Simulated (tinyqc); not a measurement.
Tight binding, honeycomb lattice, step by step. One step of it, computed by the program tinyqc.

Task: Levels at k. Diagonalise the Hermitian matrix.

H(k) at k (eV):
```
                     A                    B
A             0.000000  -1.753723-0.114167i
B  -1.753723+0.114167i             0.000000
```

Give: eigenvalues; weights |c|^2 of the basis functions.

Result:

eigenvalues (eV): -1.7574  1.7574

weights |c|^2 of the basis functions:
```
   band 1  band 2
A  0.5000  0.5000
B  0.5000  0.5000
```
